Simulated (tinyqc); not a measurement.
Hartree-Fock atom on a uniform radial grid, spin-unpolarised, for He, step by step. Computed by tinyqc, a small Python program that keeps every step. Settings: Z = 2, points = 64, R = 8.8, functional = hf2, mixing = 0.2, iteration cap = 82. Command: `OMP_NUM_THREADS=1 python tinyqc.py 25032 25033 out.jsonl` (the two numbers bound the seeds that draw the settings). One thread of a shared host (Intel(R) Xeon(R) Processor @ 2.60GHz), about 0.05 s of CPU time with the checks. Later iterations appear only in the table of the cycle.

## Iteration 1

Spherical atom on a uniform radial grid r_j = j h with h = R/(N + 1), h sum u^2 = 1 and integrals as h times sums, u(0) = u(R) = 0 (atomic units):
```
parameter,value
Z,2
points N,64
R,8.800000
h,0.135385
mixing,0.200000
electrons in 1s,2
```

Three-point differences turn -u''/2 + [l(l+1)/2r^2 - Z/r + V] u = e u into a tridiagonal matrix (diagonal 1/h^2 + potential, off-diagonal -1/2h^2). D = sum f u^2; the Hartree potential y/r solves y'' = -D/r with y(0) = 0, y(R) = N_e; for two electrons in one orbital exchange is -V_H/2 (Hartree-Fock); E = sum f e - int D V + int D (V_H/2 + eps_xc); V(new) = V + mixing (V_H + v_xc - V).

eigenvalues (hartree): 1s -1.9646

Every 4th grid point:
```
r,V in,u(1s),D,V_H,v_xc
0.5415,0.0000,1.0321,2.1304,2.8049,-1.4024
1.0831,0.0000,0.7078,1.0021,1.7677,-0.8838
1.6246,0.0000,0.3641,0.2651,1.2228,-0.6114
2.1662,0.0000,0.1665,0.0554,0.9224,-0.4612
2.7077,0.0000,0.0714,0.0102,0.7385,-0.3693
3.2492,0.0000,0.0294,0.0017,0.6155,-0.3078
3.7908,0.0000,0.0117,2.76e-04,0.5276,-0.2638
4.3323,0.0000,0.0046,4.24e-05,0.4616,-0.2308
4.8738,0.0000,0.0018,6.31e-06,0.4104,-0.2052
5.4154,0.0000,0.0007,9.16e-07,0.3693,-0.1847
5.9569,0.0000,2.55e-04,1.30e-07,0.3357,-0.1679
6.4985,0.0000,9.55e-05,1.82e-08,0.3078,-0.1539
7.0400,0.0000,3.54e-05,2.51e-09,0.2841,-0.1420
7.5815,0.0000,1.30e-05,3.36e-10,0.2638,-0.1319
8.1231,0.0000,4.42e-06,3.91e-11,0.2462,-0.1231
8.6646,0.0000,6.96e-07,0,0.2308,-0.1154
```

total energy = -2.688609 hartree

## Iteration 2

As before.

eigenvalues (hartree): 1s -1.7189

Every 4th grid point:
```
r,V in,u(1s),D,V_H,v_xc
0.5415,0.2805,1.0113,2.0455,2.7456,-1.3728
1.0831,0.1768,0.7221,1.0428,1.7540,-0.8770
1.6246,0.1223,0.3910,0.3058,1.2202,-0.6101
2.1662,0.0922,0.1892,0.0716,0.9220,-0.4610
2.7077,0.0739,0.0861,0.0148,0.7385,-0.3692
3.2492,0.0616,0.0377,0.0028,0.6155,-0.3078
3.7908,0.0528,0.0160,0.0005,0.5276,-0.2638
4.3323,0.0462,0.0067,8.99e-05,0.4616,-0.2308
4.8738,0.0410,0.0028,1.52e-05,0.4104,-0.2052
5.4154,0.0369,0.0011,2.51e-06,0.3693,-0.1847
5.9569,0.0336,4.51e-04,4.07e-07,0.3357,-0.1679
6.4985,0.0308,1.80e-04,6.49e-08,0.3078,-0.1539
7.0400,0.0284,7.13e-05,1.02e-08,0.2841,-0.1420
7.5815,0.0264,2.78e-05,1.54e-09,0.2638,-0.1319
8.1231,0.0246,1.00e-05,2.00e-10,0.2462,-0.1231
8.6646,0.0231,1.62e-06,0,0.2308,-0.1154
```

total energy = -2.731447 hartree

## Iteration 3

As before.

eigenvalues (hartree): 1s -1.5305

Every 4th grid point:
```
r,V in,u(1s),D,V_H,v_xc
0.5415,0.4989,0.9932,1.9731,2.6950,-1.3475
1.0831,0.3168,0.7319,1.0715,1.7413,-0.8707
1.6246,0.2198,0.4129,0.3410,1.2176,-0.6088
2.1662,0.1660,0.2092,0.0875,0.9215,-0.4607
2.7077,0.1329,0.0999,0.0199,0.7384,-0.3692
3.2492,0.1108,0.0459,0.0042,0.6155,-0.3077
3.7908,0.0950,0.0206,0.0008,0.5276,-0.2638
4.3323,0.0831,0.0091,1.64e-04,0.4616,-0.2308
4.8738,0.0739,0.0039,3.08e-05,0.4104,-0.2052
5.4154,0.0665,0.0017,5.65e-06,0.3693,-0.1847
5.9569,0.0604,0.0007,1.02e-06,0.3357,-0.1679
6.4985,0.0554,3.00e-04,1.80e-07,0.3078,-0.1539
7.0400,0.0511,1.25e-04,3.14e-08,0.2841,-0.1420
7.5815,0.0475,5.14e-05,5.28e-09,0.2638,-0.1319
8.1231,0.0443,1.93e-05,7.46e-10,0.2462,-0.1231
8.6646,0.0415,3.20e-06,2.05e-11,0.2308,-0.1154
```

total energy = -2.759119 hartree

## Convergence

Stop when input and output potentials agree to 1e-7.

Course of the cycle (hartree):
```
iteration,E,e(1s),largest |V(out) - V(in)|
1,-2.688609,-1.9646,1.93e+00
2,-2.731447,-1.7189,1.48e+00
3,-2.759119,-1.5305,1.13e+00
4,-2.776582,-1.3860,8.63e-01
5,-2.787367,-1.2748,6.57e-01
6,-2.793899,-1.1893,4.99e-01
7,-2.797790,-1.1234,3.79e-01
8,-2.800074,-1.0725,2.87e-01
9,-2.801399,-1.0332,2.17e-01
10,-2.802160,-1.0027,1.65e-01
11,-2.802594,-0.9791,1.25e-01
...,...,...,...
61,-2.803156,-0.8958,8.48e-07
62,-2.803156,-0.8958,6.77e-07
63,-2.803156,-0.8958,5.40e-07
64,-2.803156,-0.8958,4.31e-07
65,-2.803156,-0.8958,3.44e-07
66,-2.803156,-0.8958,2.74e-07
67,-2.803156,-0.8958,2.19e-07
68,-2.803156,-0.8958,1.75e-07
69,-2.803156,-0.8958,1.40e-07
70,-2.803156,-0.8958,1.11e-07
71,-2.803156,-0.8958,8.89e-08
```

Converged in 71 iterations. A uniform grid resolves the cusp poorly: for a bare nucleus this grid gives 1s at -1.96463 against -Z^2/2 = -2 hartree. Before convergence this energy mixes input and output and is not variational, so it may rise towards its limit.
